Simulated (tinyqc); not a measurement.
Quasiparticle equation with a plasmon-pole self-energy for two band edges: sweeps and comparisons. A value that a table varies takes the place of the one given here.

For each edge E = e + X + Sc(E), with the correlation part Sc(E) = A[0]/(E - a + w) + A[1]/(E - b - w); a and b are the valence and conduction energies that enter the Green function (a = ev, b = ec in the one-shot scheme). Z = 1/(1 - dSc/dE), dSc/dE = -A[0]/(E - a + w)^2 - A[1]/(E - b - w)^2.

Values chosen for the exercise (scales of the order of those of SiO2; the results hold for these values, not for the real material):
```
symbol  value         unit  meaning
ev      0             eV    mean-field valence top
ec      5.66          eV    mean-field conduction edge
w       20.3          eV    pole energy
Av      (73.1, 40.2)  eV^2  weights of the valence state on the hole and electron poles
Ac      (39.1, 73.1)  eV^2  the same for the conduction state
Xv      -3.72         eV    exchange minus the mean-field potential, valence
Xc      4.14          eV    the same, conduction
```

## Schemes compared

Z = 1; linearised; exact one-shot; energies updated in G (a, b); updated in G and W, where w grows by half of the opening of the gap (a rule chosen for the exercise).

Results (eV):
```
scheme               Ev     Ec    gap  opening
mean field        0.000  5.660  5.660    0.000
Z = 1            -1.668  7.705  9.373    3.713
linearised       -1.348  7.315  8.663    3.003
one-shot, exact  -1.338  7.299  8.637    2.977
update G         -1.490  7.532  9.022    3.362
update G and W   -1.697  7.742  9.439    3.779
```

The openings run from 2.977 (one-shot, exact) to 3.779 eV (update G and W). Linearising moves the gap by 26 meV, updating G +385 meV and updating W a further +416 meV: once Z is kept, the level of self-consistency matters more than linearising.

## The starting point

The mean-field gap is opened by d (ev lowered by d/2, ec raised by d/2) and X is changed by the opposite amounts, so that e + X stays; one-shot and G-updated gaps.

Gaps (eV):
```
d    start  one-shot  update G
0.0  5.660    8.6370    9.0224
0.2  5.860    8.6614    9.0224
0.4  6.060    8.6855    9.0224
0.6  6.260    8.7095    9.0224
0.9  6.560    8.7451    9.0224
1.2  6.860    8.7803    9.0224
1.6  7.260    8.8266    9.0224
```

The one-shot gap moves by a fraction 0.12 of any change of the starting gap, while the updated gap, 9.0224 eV, does not depend on it. The two agree where the start already equals the result, near d = 3.36 eV. A real change of starting point alters the orbitals and the screening too; this model holds both fixed.

## What each parameter does

Exact one-shot edges and Z of the valence state there. Each row changes one parameter from the base and keeps the others.

Results:
```
case                     Ev (eV)  Ec (eV)  gap (eV)       Z
base                     -1.3376   7.2994    8.6370  0.7954
w = 21.32 eV             -1.4541   7.4226    8.8767  0.8098
Xv = -3.82 eV            -1.4171   7.2994    8.7165  0.7945
Xc = 4.24 eV             -1.3376   7.3786    8.7162  0.7954
ec = 5.76 eV             -1.3334   7.3953    8.7287  0.7957
Av = (76.76, 40.2) eV^2  -1.1852   7.2994    8.4846  0.7907
Ac = (39.1, 76.76) eV^2  -1.3376   7.1450    8.4826  0.7954
```

The largest shifts from the base row, up to three for each result and ties (the steps differ in size, so this ranks the rows, not the parameters). Ev (eV): Av +0.1525, w -0.1165, Xv -0.0795; unchanged at the printed digits by Xc and Ac. Ec (eV): Ac -0.1544, w +0.1233, ec +0.0959; unchanged at the printed digits by Xv and Av. gap (eV): w +0.2397, Ac -0.1544, Av -0.1525. Z: w +0.0144, Av -0.0047, Xv -0.0009; unchanged at the printed digits by Xc and Ac.

(tinyqc, `OMP_NUM_THREADS=1 python tinyqc.py 1850643 1850644 out.jsonl`, Intel(R) Xeon(R) Processor @ 2.30GHz, 1 thread, shared host, about 0.02 s.)
